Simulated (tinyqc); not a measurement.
Inside a calculation. Method: Hartree-Fock atom on a uniform radial grid, spin-unpolarised, for He. Computed by tinyqc, a small Python program that keeps every step. Settings: Z = 2, points = 192, R = 11.3, functional = hf2, mixing = 0.2, iteration cap = 64. Command: `OMP_NUM_THREADS=1 python tinyqc.py 28582 28583 out.jsonl` (the two numbers bound the seeds that draw the settings). One thread of a shared host (Intel(R) Xeon(R) Processor @ 2.60GHz), about 0.3 s of CPU time with the checks.

Spherical atom on a uniform radial grid r_j = j h with h = R/(N + 1), h sum u^2 = 1 and integrals as h times sums, u(0) = u(R) = 0 (atomic units):
```
parameter            value
Z                        2
points N               192
R                11.300000
h                 0.058549
mixing            0.200000
electrons in 1s          2
```

Three-point differences turn -u''/2 + [l(l+1)/2r^2 - Z/r + V] u = e u into a tridiagonal matrix (diagonal 1/h^2 + potential, off-diagonal -1/2h^2). D = sum f u^2; the Hartree potential y/r solves y'' = -D/r with y(0) = 0, y(R) = N_e; for two electrons in one orbital exchange is -V_H/2 (Hartree-Fock); E = sum f e - int D V + int D (V_H/2 + eps_xc); V(new) = V + mixing (V_H + v_xc - V).

Stop when input and output potentials agree to 1e-7.

Course of the cycle (hartree):
```
iteration          E    e(1s)  largest |V(out) - V(in)|
1          -2.738101  -1.9932                  1.99e+00
2          -2.779834  -1.7459                  1.52e+00
3          -2.806893  -1.5560                  1.17e+00
4          -2.824033  -1.4101                  8.90e-01
5          -2.834657  -1.2979                  6.77e-01
6          -2.841118  -1.2114                  5.15e-01
7          -2.844980  -1.1447                  3.91e-01
8          -2.847256  -1.0931                  2.96e-01
9          -2.848582  -1.0532                  2.24e-01
10         -2.849346  -1.0223                  1.70e-01
11         -2.849783  -0.9984                  1.29e-01
...              ...      ...                       ...
54         -2.850355  -0.9136                  4.18e-06
55         -2.850355  -0.9136                  3.34e-06
56         -2.850355  -0.9136                  2.66e-06
57         -2.850355  -0.9136                  2.12e-06
58         -2.850355  -0.9136                  1.69e-06
59         -2.850355  -0.9136                  1.35e-06
60         -2.850355  -0.9136                  1.08e-06
61         -2.850355  -0.9136                  8.60e-07
62         -2.850355  -0.9136                  6.86e-07
63         -2.850355  -0.9136                  5.47e-07
64         -2.850355  -0.9136                  4.37e-07
```

Can the last value be used, and what does the course show?

Not by the stop rule, although the second column moves by less than 1e-07 over the last three steps; and the uniform grid itself carries an error of order h^2 at the cusp, far above the threshold. Not converged within 64 iterations: the residual falls steadily but slowly, by a factor of about 0.80 a step. Reruns (cap 100 unless said): mixing 0.3: converged in 45; mixing 0.6: converged in 18; the original settings with a cap of 400: converged in 71. Even converged, this uniform grid resolves the cusp poorly and misses the energy of the atom.
